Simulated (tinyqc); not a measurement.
Cahn-Hilliard equation on a periodic one-dimensional grid: one step, computed by the program tinyqc. Command: `OMP_NUM_THREADS=1 python tinyqc.py 3013514 3013515 out.jsonl cahn walk`. One thread of a shared host (Intel(R) Xeon(R) Processor @ 2.30GHz), about 0.1 s of CPU time with the checks.

Free energy F = h sum_j [A (c_j^2 - 1)^2/4 + (kappa/2) ((c_(j+1) - c_j)/h)^2]; dc/dt = Lap(mu), mu = A (c^3 - c) - kappa Lap(c), Lap(y)_j = (y_(j+1) - 2 y_j + y_(j-1))/h^2, mobility 1; the grid has n = 12 points.

Question. Linear stability. f'' = A (3 c0^2 - 1). Mode m has lambda_m = (4/h^2) sin^2(pi m/n) and the rate w_m = -lambda_m (f'' + kappa lambda_m). In the continuum the fastest wavelength is 2 pi sqrt(2 kappa/|f''|) with the rate f''^2/(4 kappa). Explicit steps near c = +-1, where f'' = 2A, are stable for dt < 2/(16 kappa/h^4 + 8 A/h^2).

Inputs (values chosen for the exercise, in reduced units):

| quantity | value | unit |
|---|---|---|
| spacing h | 1.2 | - |
| well depth A | 1.4 | - |
| gradient coefficient kappa | 1.1 | - |
| mean composition c0 | 0.028 | - |

Give: f''; Modes of the grid; fastest wavelength; largest rate; explicit limit of dt.

Answer.

f'' = -1.397

Modes of the grid:

| m | lambda_m | w_m |
|---|---|---|
| 1 | 0.186 | 0.222 |
| 2 | 0.694 | 0.439 |
| 3 | 1.389 | -0.182 |
| 4 | 2.083 | -1.864 |
| 5 | 2.592 | -3.769 |
| 6 | 2.778 | -4.608 |

fastest wavelength = 7.886

largest rate = 0.4434

explicit limit of dt = 0.1230
